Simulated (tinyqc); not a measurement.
Diffused layer (complementary error function), carriers, mobility and sheet resistance: one step of the calculation.

An n-type layer from the surface x = 0 to the junction xj, N(x) = N0 erfc(x/Ld). Local neutrality (no depletion at surface or junction, no spilling of carriers), intrinsic carriers neglected, full ionisation of active dopants.

Question. Sheet quantities by the trapezoid rule. Dose = integral of N, carrier sheet density = integral of n, 1/Rs = q integral of n mu, mean mobility 1/(q Rs sheet density), Hall mobility (unit Hall factor) = integral of n mu^2 over integral of n mu, Hall sheet density = (integral of n mu)^2/integral of n mu^2; all from 0 to xj.

Constants: q = 1.602176634e-19 C. Results are converted to the units shown.

| point | x (nm) | N (cm^-3) | n (1e19 cm^-3) | mu (cm^2/(V s)) |
|---|---|---|---|---|
| 0 | 0.00000 | 4.7e19 | 4.6961000 | 71.158981 |
| 1 | 12.72718 | 3.7462762e19 | 3.7423762 | 72.059027 |
| 2 | 25.45436 | 2.8532439e19 | 2.8493439 | 73.337400 |
| 3 | 38.18154 | 2.0702539e19 | 2.0663539 | 75.173514 |
| 4 | 50.90873 | 1.4274335e19 | 1.4235335 | 77.849098 |
| 5 | 63.63591 | 9.3327391e18 | 0.9293739 | 81.811425 |
| 6 | 76.36309 | 5.7756999e18 | 0.5736700 | 87.772142 |
| 7 | 89.09027 | 3.3782275e18 | 0.3339227 | 96.847644 |
| 8 | 101.81745 | 1.8651480e18 | 0.1826148 | 110.70985 |
| 9 | 114.54463 | 9.7099362e17 | 0.0931994 | 131.58651 |
| 10 | 127.27181 | 4.7622131e17 | 0.0437221 | 161.64678 |
| 11 | 139.99899 | 2.1986749e17 | 0.0180867 | 201.03327 |
| 12 | 152.72618 | 9.5497657e16 | 0.0056498 | 244.89623 |
| 13 | 165.45336 | 3.9e16 | 0.0000000 | 283.52497 |

Wanted: dose; carrier sheet density; Rs; mean mobility; Hall mobility; Hall sheet density.

Answer.

dose = 1.866e14 cm^-2
carrier sheet density = 1.859e14 cm^-2
Rs = 439.8 ohm/square
mean mobility = 76.33 cm^2/(V s)
Hall mobility = 77.82 cm^2/(V s)
Hall sheet density = 1.824e14 cm^-2

Carriers make up 99.7 % of the dose. A Hall measurement weights the mobile tail, so its sheet density is 1.9 % below the true one.

Program tinyqc, `OMP_NUM_THREADS=1 python tinyqc.py 2110135 2110136 out.jsonl`; Intel Xeon 2.30GHz, shared host, one thread, about 0.02 s.
